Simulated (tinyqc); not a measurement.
## Thermoelectric coefficients with electrons and holes, Landauer integrals: effect of the Fermi level

Bulk parabolic band, x = (E - Ec)/kB T, C = hbar^2/(2 m0), kB T in eV. Modes per area gv m kB T x/(4 pi C) times the back-scattering length l0 x^rr give the transport function s0 X(x), s0 = (2 q^2/h) gv m kB T l0/(4 pi C), X = x^(1 + rr). Holes have the same form with the prefactor bb s0 and the reduced level -eta - xg in place of eta. I_k = int X (x - eta)^k w dx, w = 1/(4 cosh^2((x - eta)/2)).

sigma = s0 I_0, S = -(kB/q) I_1/I_0, Lorenz number L = (kB/q)^2 [I_2/I_0 - (I_1/I_0)^2], kappa_e = L sigma T. With both bands: sigma = sigma_n + sigma_p, S = (sigma_n S_n + sigma_p S_p)/sigma with S_p = +(kB/q) I_1/I_0 of the holes, and kappa_e is the sum of L sigma T of both bands and the bipolar term sigma_n sigma_p (S_p - S_n)^2 T/sigma. Power factor S^2 sigma, ZT = S^2 sigma T/(kappa_e + kL). The integrals are converged.

Values chosen for this exercise: temperature T = 300 K; mass of one valley m = 1.1 m0; valleys gv = 2; back-scattering length at x = 1 l0 = 2.1 nm; energy exponent of that length rr = 1; lattice thermal conductivity kL = 3.4 W/(m K); gap over kB T xg = 6.2; ratio of the hole prefactor to the electron prefactor bb = 0.23.

Constants: q = 1.602176634e-19 C, kB = 1.380649e-23 J/K, hbar = 1.054571817e-34 J s, h = 6.62607015e-34 J s, m0 = 9.1093837015e-31 kg, Vt = kB T/q, hbar^2/(2 m0) = 0.0380998212 eV nm^2. Results are converted to the units shown.

Effect of the Fermi level:
```
eta   sigma (S/cm)  S (uV/K)  kappa_e (W/(m K))  power factor (mW/(m K^2))        ZT
-8.2         312.5     177.2             0.2153                     0.9812   0.08142
-7.2         160.9     221.6             0.1185                     0.7900   0.06736
-6.2         73.91     272.0            0.07641                     0.5466   0.04717
-5.2         32.24     285.2            0.08886                     0.2622   0.02254
-4.2         17.42     85.04             0.1408                    0.01260  0.001067
-3.2         19.97    -304.8             0.1272                     0.1855   0.01578
-2.2         43.32    -412.1            0.08109                     0.7356   0.06339
-1.2         109.3    -365.0            0.09311                      1.456    0.1250
-0.2         268.3    -296.0             0.1871                      2.351    0.1966
0.8          602.4    -234.3             0.4069                      3.306    0.2605
1.8           1201    -185.7             0.8110                      4.140    0.2950
```

What does the comparison show?

sigma goes from 313 through a minimum of 17.4 (at eta = -4.2 among the rows listed) to 1200 S/cm, and S moves up and down between -412 and 285 uV/K. Among the rows the power factor is largest at eta = 1.8 and ZT, 0.295, at eta = 1.8, where S = -186 uV/K. The power factor is still rising in the last row. ZT is still rising in the last row. S changes sign inside the gap, where the electron and hole terms cancel.

Range of the model: Parabolic bands, elastic scattering and a fixed kL make these model figures, not those of a material.

Program tinyqc, `OMP_NUM_THREADS=1 python tinyqc.py 2800101 2800102 out.jsonl`; Intel Xeon 2.30GHz, shared host, one thread, about 0.04 s.
